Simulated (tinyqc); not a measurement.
## A finite superlattice with mass mismatch, transfer matrices: lowest miniband against Lw

One electron of energy E comes from the left lead (band edge 0); no transverse momentum. Parabolic bands, masses in units of m0, C = hbar^2/(2 m0); psi and psi'/m are continuous at every interface. N periods of a barrier d1 followed by a well Lw; the right lead equals the left one.

For the pair (psi, psi'/m) a flat layer has M = [[cos kd, (m/k) sin kd], [-(k/m) sin kd, cos kd]] with k = sqrt(m (E - U)/C) above its edge U, and M = [[cosh Kd, (m/K) sinh Kd], [(K/m) sinh Kd, cosh Kd]] with K = sqrt(m (U - E)/C) below it. With x(E) = (M11 + M22)/2 of one period, the lowest miniband of the infinite superlattice runs from x = 1 to x = -1, and the mass at its bottom is -2 C (dx/dE)/(d1 + Lw)^2.

Inputs (values chosen for the exercise); masses and offsets of a made-up heterostructure: mass in the left lead mL = 0.14 m0; barrier height U1 = 0.5 eV; barrier mass m1 = 0.32 m0; barrier width d1 = 0.4 nm.

Constants: q = 1.602176634e-19 C, hbar = 1.054571817e-34 J s, m0 = 9.1093837015e-31 kg, hbar^2/(2 m0) = 0.0380998212 eV nm^2. Results are converted to the units shown.

Lowest miniband against Lw:
```
Lw (nm)  bottom (eV)  top (eV)  width (meV)  mass at the bottom (m0)
1.4           0.1021    0.5477        445.6                   0.1890
2            0.07388    0.3347        260.8                   0.1808
2.6          0.05709    0.2266        169.5                   0.1766
3.2          0.04600    0.1638        117.8                   0.1743
3.8          0.03817    0.1240        85.88                   0.1733
4.4          0.03235   0.09723        64.87                   0.1731
5            0.02788   0.07827        50.39                   0.1734
5.6          0.02435   0.06437        40.02                   0.1742
```

Read the table: what changes, and by how much?

The width falls from 446 to 40.0 meV, the bottom falls from 0.102 to 0.0243 eV, and the mass at the bottom goes from 0.189 through a minimum of 0.173 (at Lw = 4.4 nm among the rows listed) to 0.174 m0 (well mass 0.14). In every row a layer is thinner than 0.8 nm, a few atomic planes, where an effective mass is a rough description.

Range of the model: Masses are held fixed, although real bands cease to be parabolic a few tenths of an eV from their edges (inside a barrier too).

Computed by the program tinyqc: `OMP_NUM_THREADS=1 python tinyqc.py 2560034 2560035 out.jsonl`, one thread of a shared Intel Xeon 2.30GHz, about 0.01 s for the whole run.
